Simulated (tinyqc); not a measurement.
## Voltage drop against the pad pitch

A grid of 17 by 17 nodes with segments Rx (rows) and Ry (columns); every node draws I1 and the central node kh I1; pads with resistance Rp sit at the nodes whose row and column are multiples of the pitch, counting from 0. The drops u = Vdd - V follow from G u = i, with G the conductance matrix and i the load currents, solved directly.

Inputs (values chosen for the exercise):
```
symbol  value  unit                                   meaning
Vdd       0.9     V                            supply voltage
Rx       0.77   ohm        resistance of a horizontal segment
Ry       0.48   ohm          resistance of a vertical segment
Rp       0.05   ohm  resistance from a pad node to the supply
kh          8              factor on the load at the hot node
I1       0.35    mA  load current of a node in the large grid
```

Voltage drop against the pad pitch:
columns A: pitch (nodes); B: pads; C: worst drop (mV); D: mean drop (mV); E: largest drop at a pad (mV); F: largest pad current (mA); G: worst drop over Vdd (%)
```
A     B        C         D        E       F         G
1   289  0.11064  0.017924  0.11064  2.2128  0.012293
2    81  0.31073   0.19040  0.17116  3.4231  0.034526
4    25   1.4017    1.0284  0.37820  7.5640   0.15575
8     9   5.7353    4.7492   1.0455  20.910   0.63726
16    4   24.567    20.122   1.2950  25.900    2.7297
```

Read the table: what changes, and by how much?

The worst drop goes from 0.111 to 24.6 mV while the number of pads falls from 289 to 4; between the last two rows it goes as pitch^(2.10). The largest drop at a pad is 100 % of the worst drop in the first row and 5.27 % in the last; the rest falls along the wires.

Numbers from tinyqc (`OMP_NUM_THREADS=1 python tinyqc.py 2770142 2770143 out.jsonl`; about 0.09 s on one thread of a shared Intel Xeon 2.30GHz).
